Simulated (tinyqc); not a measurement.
## Double-gate transistor below threshold, two-dimensional Poisson equation on a small mesh: choice of the relaxation factor

Half of a symmetric double-gate structure: row 0 is the mid-plane of the body, where the normal field vanishes. Mobile charge is neglected (subthreshold), the body is fully depleted, and potentials are counted from the intrinsic level; rows run upward to the gate, columns from source to drain.

Mesh: rows i = 0..2 in the semiconductor (step hs = tb/2, row 2 on the interface), then 2 step(s) ho = tox/2 up to the gate row 4; columns j = 0..6 (step hy = L/6). Box integration, divided by eps0: up_i = eps hy/h of the interval above row i, dn_i = that of the interval below (0 for row 0), lat_i = (sum of eps h/2 over the intervals above and below)/hy, s_i = -q Na w_i hy/eps0 with w_i the semiconductor height of the box (hs/2 for row 0 and the interface row, hs between, 0 in the insulator). Each free node obeys (up + dn + 2 lat) psi = up psi(above) + dn psi(below) + lat [psi(left) + psi(right)] + s. Fixed values: gate row Vg - Vfb; column 0 at Vbi and the last column at Vbi + Vd in the semiconductor, each running linearly to Vg - Vfb across the insulator. Sweeps go row by row from row 0, left to right, psi(new) = psi + omega (t - psi) with t the value that solves the node equation for the newest neighbours; free nodes start at zero; stop when the largest change is below 1e-7 V.

Values chosen for this exercise; semiconductor permittivity close to that of gallium nitride: relative permittivity of the semiconductor eps_r = 9.41; relative permittivity of the insulator eox = 25; half the body thickness tb = 8 nm; insulator thickness tox = 5.3 nm; channel length L = 37 nm; acceptor density of the depleted body Na = 0 cm^-3; potential of the source Vbi = 0.46 V; gate offset Vfb = 0.01 V; gate voltage Vg = 0.1 V; drain voltage Vd = 0.05 V.

Constants: q = 1.602176634e-19 C, eps0 = 8.8541878128e-14 F/cm where lengths are in cm. Results are converted to the units shown.

Choice of the relaxation factor:

| omega | sweeps |
|---|---|
| 1 | 47 |
| 1.1 | 38 |
| 1.2 | 30 |
| 1.3 | 21 |
| 1.4 | 20 |
| 1.5 | 26 |
| 1.6 | 33 |
| 1.7 | 47 |
| 1.8 | 70 |
| 1.9 | 148 |

Gauss-Seidel (omega = 1) takes 47 sweeps; the fewest, 20, are at omega = 1.4, and omega = 1.9 takes 148. The Jacobi matrix of this mesh has spectral radius rho = 0.8545, so theory puts the best factor at 2/(1 + sqrt(1 - rho^2)) = 1.32.

Program tinyqc, `OMP_NUM_THREADS=1 python tinyqc.py 2480106 2480107 out.jsonl`; Intel Xeon 2.30GHz, shared host, one thread, about 0.1 s.
